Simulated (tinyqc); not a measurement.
Self-consistent Fermi level with native defects, at growth and after a quench: one step, computed by the program tinyqc. Command: `OMP_NUM_THREADS=1 python tinyqc.py 3013628 3013629 out.jsonl scfermi walk`. One thread of a shared host (Intel(R) Xeon(R) Processor @ 2.30GHz), about 0.04 s of CPU time with the checks.

Energies are counted from the top of the valence band (VBM); when the gap shrinks with temperature the conduction band moves and the levels stay. D and A draw on one reservoir with opposite signs, as the two vacancies of a compound do.

Task: After the quench to T. E_g(T) = E_g - slope x max(0, T - 300 K). N_c = 2 M_c (2 pi m_e k_B T/h^2)^(3/2) and N_v = 2 (2 pi m_h k_B T/h^2)^(3/2), masses in units of m_0. n = N_c F_1/2((E_F - E_g)/k_B T), p = N_v F_1/2(-E_F/k_B T). F_1/2(eta) = (2/sqrt(pi)) int_0^infinity sqrt(x)/(1 + exp(x - eta)) dx, by the trapezoid rule in t = sqrt(x) with step 0.02 up to t = 12 (for eta < -12 by exp(eta) - exp(2 eta)/2^(3/2)). After a quench the totals of D and A stay as grown, and each is shared among its charge states with weights exp(-(E_f(q, 0) + q E_F)/k_B T). Net charge = p - n + sum q c_q; the log ratio is ln(positive charge/negative charge). E_F is the root of the log ratio, by 50 bisections between -0.5 eV and E_g + 0.5 eV.

Inputs (values chosen for the exercise, with bands modelled on CdTe):
```
quantity                      value  unit
gap E_g at 300 K               1.51    eV
slope -dE_g/dT above 300 K  0.00029  eV/K
electron mass m_e            0.0923   m_0
valleys M_c                       1     -
hole mass m_h                 0.624   m_0
growth temperature T_g          938     K
temperature of use T            300     K
```

Added shallow dopant: none.

total D = 4.777246e+15 cm^-3

total A = 2.524240e+12 cm^-3

E_f(q, E_F = 0) (eV): D(+3) -0.908, D(+2) -0.334, D(+1) 0.539, D(0) 1.599, A(0) 2.392, A(-1) 2.752

Constants: m_0 = 9.1093837015e-31 kg; k_B = 1.380649e-23 J/K; h = 6.62607015e-34 J s; k_B = 8.617333262e-05 eV/K.

Give: E_F after the quench; n after the quench; p after the quench; Frozen defects.

Result:

E_F after the quench = 1.217 eV

n after the quench = 8.435e+12 cm^-3

p after the quench = 0.04433 cm^-3

Frozen defects:
```
state  c (cm^-3)  share of its total
D(+3)  2.865e-04           5.997e-20
D(+2)  1.819e+07           3.809e-09
D(+1)  1.096e+13           2.294e-03
D(0)   4.766e+15           9.977e-01
A(0)   1.010e-02           4.001e-15
A(-1)  2.524e+12           1.000e+00
```
